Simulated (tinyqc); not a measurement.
From results to parameters: Luttinger model of the valence bands. Computed by the program tinyqc.

Problem. In the four-band Luttinger model 1/m = g1 -/+ 2 g2 along [100] and g1 -/+ 2 g3 along [111]. Find g1, g2, g3 and the light hole mass along [111].

heavy and light hole masses along [100] (electron masses): 0.225734  0.095147
heavy hole mass along [111] = 0.309598 electron masses

Solution. The mean of the two inverse masses along [100] is g1 and a quarter of their difference is g2; g3 = (g1 - 1/m_hh[111])/2.

g1, g2, g3: 7.470  1.520  2.120
light hole mass along [111] = 0.085 electron masses
